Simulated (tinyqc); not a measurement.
# Changing the time t

Model: equilibrium crystal shape, supported particles, Gibbs-Thomson effect and coarsening. Computed by tinyqc, a small Python program. Command: `OMP_NUM_THREADS=1 python tinyqc.py 3027718 3027719 out.jsonl wulff sweep`. One thread of a shared host (Intel(R) Xeon(R) Processor @ 2.30GHz), about 0.1 s of CPU time with the checks.

A cubic crystal bounded by {100}, {110} and {111} facets only.

Inputs (values chosen for the exercise, for a model metal):

| quantity | value | unit |
|---|---|---|
| lattice constant a | 2.9 | angstrom |
| first-neighbour bond energy e1 | 0.448 | eV |
| second-neighbour bond energy e2 | 0.08 | eV |
| temperature T | 1075 | K |
| precipitate interface energy gamma_i | 0.37 | J/m^2 |
| solubility x_inf at a flat interface | 0.00027 | - |
| diffusivity D | 1.3e-20 | m^2/s |
| mean radius at the start r0 | 1.6 | nm |

Surface energies: broken bonds, bcc.

Constants: 1 eV/angstrom^2 = 16.02176634 J/m^2; k_B = 1.380649e-23 J/K.

Method. A cut with normal n breaks sum_R |R.n|/(2 Omega) bonds per area (R over all neighbours of a shell) and makes two surfaces: gamma = sum over shells e_s sum_R |R.n|/(4 Omega). bcc: 8 neighbours a/2 (1,1,1), 6 at a (1,0,0), Omega = a^3/2. Spherical precipitates of nearly pure solute with atomic volume Omega: x(r) = x_inf exp(l/r), l = 2 gamma_i Omega/(k_B T). Diffusion-limited coarsening at small volume fraction (Lifshitz-Slyozov-Wagner): r^3 = r0^3 + K t, K = (4/9) D x_inf l; the number density falls as (r0/r)^3. The steady size distribution is assumed from the start, and D and x_inf are inputs that do not follow T.

One run for each value:

| time t (s) | mean radius at t (nm) | number density over its start |
|---|---|---|
| 1.40e+05 | 1.617 | 9.6860e-01 |
| 6.00e+05 | 1.671 | 8.7801e-01 |
| 2.50e+06 | 1.863 | 6.3335e-01 |
| 1.00e+07 | 2.386 | 3.0160e-01 |
| 4.30e+07 | 3.554 | 9.1264e-02 |
| 1.80e+08 | 5.592 | 2.3429e-02 |
| 7.50e+08 | 8.944 | 5.7250e-03 |
| 3.10e+09 | 14.333 | 1.3911e-03 |
| 1.30e+10 | 23.105 | 3.3208e-04 |

Over the rows, mean radius at t (nm) rises from 1.62 to 23.1 (exponent d ln y / d ln x 0.022 between the first rows and 0.33 between the last); number density over its start falls from 0.969 to 3.32e-4 (exponent d ln y / d ln x -0.067 between the first rows and -1.00 between the last). At the high end the exponent of mean radius at t is 0.33, close to 0.33: the cube-root law of coarsening. At the low end the exponent of mean radius at t is 0.02, close to 0: K t is still small against r0^3. At the high end the exponent of number density over its start is -1.00, close to -1: at fixed volume fraction the number goes as 1/r^3.

Caution (all rows): l is not small against r0, so the linearised Gibbs-Thomson law behind the coarsening rate is rough.
